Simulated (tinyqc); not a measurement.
Yield per ion against the flux ratio: ion-assisted plasma etching: sheath, surface coverage, synergy and aspect-ratio dependence. Computed by tinyqc, a small Python program. Command: `OMP_NUM_THREADS=1 python tinyqc.py 3022049 3022050 out.jsonl etch walk`. One thread of a shared host (Intel(R) Xeon(R) Processor @ 2.30GHz), about 0.07 s of CPU time with the checks.

Radicals adsorb on bare sites; ions remove covered sites with a high yield and bare sites by sputtering; a slow spontaneous reaction acts everywhere, walls included.

Inputs (values chosen for the exercise, close to those used for silicon in a halogen plasma): plasma density n_e = 6.8e+09 1/cm^3; electron temperature T_e = 4.9 eV; ion mass M_i = 35.5 u; sheath voltage V = 170 V; radical density n = 2.4e+13 1/cm^3; radical mass M_n = 35.5 u; gas temperature T_g = 400 K; sticking coefficient s = 0.16; radicals per removed unit x = 4; yield slope b = 0.31 eV^(-1/2); threshold E_th = 29 eV; sputter slope b_p = 0.029 eV^(-1/2); sputter threshold E_p = 33 eV; spontaneous reaction probability k_c = 0.00057; solid density N = 5e+22 1/cm^3; ion temperature T_i = 0.38 eV.

Feature: round hole.

Constants: e = 1.602176634e-19 C; u = 1.6605390666e-27 kg; k_B = 1.380649e-23 J/K; eps_0 = 8.8541878128e-12 F/m.

Method:
- Bohm speed u_B = sqrt(e T_e/M_i); ion flux G_i = 0.61 n_e u_B; radical flux G_n = n c/4 with c = sqrt(8 k_B T_g/(pi M_n)).
- Debye length lambda_D = sqrt(eps_0 T_e/(e n_s)) with n_s = 0.61 n_e, T_e in volts; Child-law sheath d = (sqrt2/3) lambda_D (2 V/T_e)^(3/4); ion energy E = V + T_e/2; angular spread = arctan(sqrt(T_i/E)).
- Yields: Y = b (sqrt(E) - sqrt(E_th)) on covered sites, Y_p = b_p (sqrt(E) - sqrt(E_p)) on bare ones (zero below threshold).
- Steady coverage: s G_n (1 - theta) = x Y G_i theta; removal flux = Y G_i theta + Y_p G_i (1 - theta) + k_c G_n; rate = flux/N, 1 cm/s = 6e8 nm/min.
- The ion flux is fixed and the radical flux set by the ratio; the removal per ion is the removal flux over G_i.

yield Y = 2.40153

sputter yield Y_p = 0.214236

ion flux G_i = 1.51375e+15 1/(cm^2 s)

Open field:
```
G_n/G_i    theta  rate (nm/min)  removal per ion
0.3      0.00497          4.092           0.2253
1        0.01638          4.553           0.2506
3        0.04759          5.814           0.3200
10       0.14278          9.668           0.5322
30       0.33319         17.441           0.9601
100      0.62485         29.754           1.6380
300      0.83325         40.104           2.2078
1000     0.94336         51.727           2.8476
3000     0.98038         73.906           4.0686
```

What follows from these numbers?

Coverage reaches one half at G_n/G_i = x Y/s = 60.0. Below that the ion-assisted part follows the radical flux, on top of the sputter floor Y_p = 0.214; above it the ion-assisted part saturates at Y = 2.40 per ion, and the further rise to 4.07 comes from the spontaneous reaction, which costs anisotropy. Caution: a sheath of several millimetres is collisional at usual pressures, which lowers the ion energy and widens the angles.
